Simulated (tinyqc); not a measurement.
Delta-doped layer in the Thomas-Fermi potential: one step. Estimate from a V-shaped well. Three cases, with inputs chosen for the exercise.

Question. Near z = 0 the well is -depth + e F0 |z|, whose levels are a (c (e F0)^2/m_z)^(1/3) with a = 1.018793 (even) and 2.338107 (odd); c = hbar^2/2m0, m_z = ml, for the unprimed levels.

Constants: hbar^2/2m0 = 3.80998211 eV angstrom^2.

Give: levels 0 and 1.

Case 1.

Values chosen (out of a larger set: near those of a delta-doped layer in Si; not measured data): ml = 0.904 m0 (longitudinal mass); mt = 0.193 m0 (transverse mass).

e F0 = 0.01809513 eV/angstrom
depth = 0.124127 eV

Subbands:

| label | valleys g | m_d (m0) | E (eV) | rms z (angstrom) |
|---|---|---|---|---|
| 0 | 2 | 0.193000 | -0.048484 | 8.848 |
| 0' | 4 | 0.417698 | -0.025798 | 21.985 |
| 1 | 2 | 0.193000 | -0.003016 | 41.912 |

Answer.

levels 0 and 1 (eV): -0.0107  0.1362

Level 0 comes out 38 meV too high, since screening flattens the true well away from the plane, and level 1 lands above the rim at 0.

Case 2.

Values chosen (out of a larger set: near those of a delta-doped layer in Si; not measured data): ml = 0.912 m0 (longitudinal mass); mt = 0.192 m0 (transverse mass).

e F0 = 0.01900749 eV/angstrom
depth = 0.128718 eV

Subbands:

| label | valleys g | m_d (m0) | E (eV) | rms z (angstrom) |
|---|---|---|---|---|
| 0 | 2 | 0.192000 | -0.050586 | 8.647 |
| 0' | 4 | 0.418454 | -0.026826 | 21.626 |
| 1 | 2 | 0.192000 | -0.003288 | 40.317 |

Answer.

levels 0 and 1 (eV): -0.0119  0.1395

Level 0 comes out 39 meV too high, since screening flattens the true well away from the plane, and level 1 lands above the rim at 0.

Case 3.

Values chosen (out of a larger set: near those of a delta-doped layer in Si; not measured data): ml = 0.937 m0 (longitudinal mass); mt = 0.19 m0 (transverse mass).

e F0 = 0.05147752 eV/angstrom
depth = 0.282377 eV

Subbands:

| label | valleys g | m_d (m0) | E (eV) | rms z (angstrom) |
|---|---|---|---|---|
| 0 | 2 | 0.190000 | -0.124559 | 5.743 |
| 0' | 4 | 0.421936 | -0.069877 | 13.935 |
| 1 | 2 | 0.190000 | -0.016026 | 20.921 |

Answer.

levels 0 and 1 (eV): -0.0574  0.2340

Level 0 comes out 67 meV too high, since screening flattens the true well away from the plane, and level 1 lands above the rim at 0.

Computed by tinyqc, one run a case: `OMP_NUM_THREADS=1 python tinyqc.py N N+1 out.jsonl` with N = 1280298, 1280912, 1280971; one thread of a shared Intel(R) Xeon(R) Processor @ 2.30GHz, about 0.2 s a run at most.
